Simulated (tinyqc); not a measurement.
# Finite-difference solution of the diffusion equation on a small grid, step by step

A worked calculation. Computed by tinyqc, a small Python program that keeps every step. Command: `OMP_NUM_THREADS=1 python tinyqc.py 3024576 3024577 out.jsonl fdiff walk`. One thread of a shared host (Intel(R) Xeon(R) Processor @ 2.30GHz), about 0.01 s of CPU time with the checks. Intermediate numbers are printed to about 7 digits and carried at full precision; extremes and crossings named in words are read from the listed rows.

dC/dt = D d2C/dx2 on nodes x_j = j dx, j = 0..7; the far end is sealed.

Inputs (values chosen for the exercise):
```
quantity          value    unit
diffusivity D      0.74  nm^2/s
grid spacing dx      50      nm
time step dt       2300       s
final time t_f    92000       s
loss velocity h  0.0089    nm/s
```

Boundary at x = 0: surface loss. Scheme: explicit.

start values C_j, j = 0, 1, ... (% of a reference): 73.9  100  68.9  8.89  1.69  0  0  0

## Mesh ratio and operator

The operator M acts as (M C)_j = C_(j-1) - 2 C_j + C_(j+1); at the sealed far end a mirror node gives 2 C_(N-2) - 2 C_(N-1); at j = 0, the outward flux h C_0 gives 2 C_1 - (2 + 2 h dx/D) C_0. r = D dt/dx^2.

mesh ratio r = 0.6808

operator M:
```
           0          1          2          3          4          5          6          7
0  -3.202703   2.000000   0.000000   0.000000   0.000000   0.000000   0.000000   0.000000
1   1.000000  -2.000000   1.000000   0.000000   0.000000   0.000000   0.000000   0.000000
2   0.000000   1.000000  -2.000000   1.000000   0.000000   0.000000   0.000000   0.000000
3   0.000000   0.000000   1.000000  -2.000000   1.000000   0.000000   0.000000   0.000000
4   0.000000   0.000000   0.000000   1.000000  -2.000000   1.000000   0.000000   0.000000
5   0.000000   0.000000   0.000000   0.000000   1.000000  -2.000000   1.000000   0.000000
6   0.000000   0.000000   0.000000   0.000000   0.000000   1.000000  -2.000000   1.000000
7   0.000000   0.000000   0.000000   0.000000   0.000000   0.000000   2.000000  -2.000000
```

## Amplification factors

The mode of M with eigenvalue mu has its amplitude multiplied per step by g = (1 + (1 - theta) r mu)/(1 - theta r mu), with theta = 0 explicit, 1 implicit, 1/2 Crank-Nicolson; the explicit scheme is stable for r up to 2/|mu_min|.

eigenvalues mu of M: -4.334195  -3.918020  -3.396594  -2.600115  -1.708295  -0.897308  -0.314954  -0.033222

factors g: -1.950720  -1.667388  -1.312401  -0.770158  -0.163007  0.389112  0.785579  0.977383

largest stable r of the explicit scheme = 0.4614467

The smallest factor is -1.951: its size exceeds 1, so the shortest wave grows.

## Time step 1

C at the start (%): 73.90  100.00  68.90  8.89  1.69  0.00  0.00  0.00

With r = D dt/dx^2: (1 - theta r M) C(new) = (1 + (1 - theta) r M) C(old); theta = 0 explicit, 1 implicit, 1/2 Crank-Nicolson.

C after step 1 (%): 48.92844  61.05824  49.21807  44.84305  5.44121  1.15055  0.00000  0.00000

## Time step 2

The formulas are those given above.

C after step 2 (%): 25.38177  44.73949  54.30034  20.99679  29.34490  3.28833  0.78330  0.00000

## All steps

The run takes n = round(t_f/dt) steps of length t_f/n. The dose is the trapezoidal sum of C dx; the error is the largest difference from exp(M D t/dx^2) C(0), the exact time evolution on the same grid.

Course of the run:
```
step  t (s)            C_1            C_4    dose (% nm)  largest error
1      2300   6.105824e+01   5.441208e+00   9.308767e+03   1.795213e+01
2      4600   4.473949e+01   2.934490e+01   8.307202e+03   1.436231e+01
3      6900   3.806978e+01   5.922198e+00   7.787637e+03   1.927181e+01
4      9200   2.440976e+01   4.461278e+01   7.153955e+03   2.519376e+01
5     11500   3.592203e+01  -1.500022e+01   6.840874e+03   3.701714e+01
6     13800  -2.232247e+00   7.585164e+01   6.530087e+03   5.732238e+01
7     16100   6.784324e+01  -6.851469e+01   5.895723e+03   8.781949e+01
...     ...            ...            ...            ...            ...
34    78200  -4.337639e+09   8.607357e+08   5.308091e+10   7.655025e+09
35    80500   8.464842e+09  -1.664850e+09  -1.036175e+11   1.494212e+10
36    82800  -1.651808e+10   3.223982e+09   2.022478e+11   2.916341e+10
37    85100   3.223138e+10  -6.249624e+09  -3.947272e+11   5.691550e+10
38    87400  -6.288979e+10   1.212548e+10   7.703331e+11   1.110693e+11
39    89700   1.227060e+11  -2.354375e+10  -1.503255e+12   2.167369e+11
40    92000  -2.394079e+11   4.574444e+10   2.933350e+12   4.229128e+11
```

C at the end (%): 4.229128e+11  -2.394079e+11  1.360168e+11  -7.798953e+10  4.574444e+10  -2.833917e+10  1.982763e+10  -1.728326e+10

largest error at t_f = 4.229128e+11 %

final dose = 2.933350e+12 % nm

final C_4 = 4.574444e+10 %

The error grows by a factor near 1.95 a step with alternating sign from node to node: r = 0.681 exceeds the stability limit 0.461 of the explicit scheme.

Reruns converge with time step dt = 920.0; or with scheme = implicit; or with scheme = Crank-Nicolson. Reruns still fail with time step dt = 1800.0.
